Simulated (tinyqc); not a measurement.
# Silicon n-p-n transistor, Gummel numbers and transit times: effect of the collector doping

One-dimensional n-p-n transistor in the forward active mode at low injection. In the base p(x) = NB exp(-eta x/wb) and ni(x)^2 = ni^2 exp((g0 + g1 x/wb)/Vt); electrons leave the base at vsat; band spikes at the emitter junction and recombination inside the emitter are ignored.

f(x) = p(x) ni^2/ni(x)^2; I(x) = integral from x to wb of f/Dn, plus f(wb)/vsat; base Gummel number GB = I(0); electron density per unit flux n/(J/q) = I/f; base transit time tauB = integral of I/f over the base. ni = sqrt(Nc Nv) exp(-Eg/(2 Vt)), Eg in volts; GE = NE exp(-gE/Vt)(we/Dp + 1/Se); JC = J0 exp(VBE/Vt), J0 = q ni^2/GB; gain limited by back injection GE/GB, by base recombination tb/tauB, together 1/beta = the sum of the inverses; collector layer one-sided, Wc = sqrt(2 eps0 eps_r (Vbc + VCB)/(q NC)), Vbc = Vt ln(p(wb) NC/ni^2), Cjc = eps0 eps_r/Wc; Early voltage VA = GB q p(wb)/(f(wb) Cjc [1/Dn - (eta + g1/Vt)/(wb vsat)]), f(wb) = p(wb) exp(-(g0 + g1)/Vt), p(wb) = NB exp(-eta); tauC = Wc/(2 vsat). Peak fT here means 1/(2 pi (tauB + tauC + Rc Cjc)); base sheet resistance 1/(q mp times the integral of p).

Values chosen for this exercise; band and dielectric values close to those of silicon: temperature T = 300 K; band gap Eg = 1.11 eV; relative permittivity eps_r = 11.5; conduction-band density of states at T Nc = 2.8e19 cm^-3; valence-band density of states at T Nv = 2.61e19 cm^-3; saturation velocity vsat = 9.85e6 cm/s; neutral base width wb = 530 nm; base doping at the emitter edge NB = 4.5e17 cm^-3; doping falls as exp(-eta x/wb) eta = 1.1; gap reduction at the emitter edge of the base g0 = 0 eV; further gap reduction across the base (linear) g1 = 0 eV; electron diffusion coefficient in the base Dn = 6.3 cm^2/s; emitter doping NE = 9.2e19 cm^-3; gap reduction in the emitter (negative: wider gap) gE = 0.076 eV; neutral emitter width we = 160 nm; hole diffusion coefficient in the emitter Dp = 0.85 cm^2/s; recombination velocity at the emitter contact Se = 7e6 cm/s; electron lifetime in the base tb = 1e-8 s; collector-base reverse bias VCB = 1.9 V; emitter plus collector resistance Rc = 6.4 ohm um^2; hole mobility in the base mp = 110 cm^2/(V s).

Constants: q = 1.602176634e-19 C, kB = 1.380649e-23 J/K, Vt = kB T/q, eps0 = 8.8541878128e-14 F/cm where lengths are in cm. Results are converted to the units shown.

The same in every row: GB (s/cm^4) = 2.311e12; GE/GB = 39.92; tb/tauB = 61.44; beta = 24.20; tauB (ps) = 162.8; base sheet resistance (kohm) = 3.923.

Results:

| NC (cm^-3) | VA (V) | tauC (ps) | peak fT (GHz) |
|---|---|---|---|
| 2e15 | 300.2 | 6.562 | 0.9399 |
| 3.3e15 | 234.3 | 5.121 | 0.9479 |
| 5.3e15 | 185.3 | 4.051 | 0.9540 |
| 8.6e15 | 145.8 | 3.187 | 0.9590 |
| 1.4e16 | 114.5 | 2.504 | 0.9630 |
| 3.7e16 | 70.78 | 1.547 | 0.9686 |

Estimate the missing row, NC = 2.3e16 cm^-3.

Computed row:

| NC (cm^-3) | VA (V) | tauC (ps) | peak fT (GHz) |
|---|---|---|---|
| 2.3e16 | 89.57 | 1.958 | 0.9661 |

With this row back in the table: As NC goes from 2e15 to 3.7e16, beta stays at 24.2, VA falls from 300 to 70.8 V, the peak fT rises from 0.940 to 0.969 GHz and the base sheet resistance stays at 3.92 kohm. The product beta VA changes by a factor of 0.236. Back injection limits the gain in every row. For NC = 2.3e16, 3.7e16 the collector doping exceeds a tenth of the base doping at that edge, so the one-sided formulas are rough.

Range of the model: Heavy doping makes emitter or base degenerate; gE and g0 are to be read as apparent gap changes that include this.

tinyqc, about 0.01 s, one thread, Intel Xeon 2.30GHz (shared host): `OMP_NUM_THREADS=1 python tinyqc.py 2320035 2320036 out.jsonl`
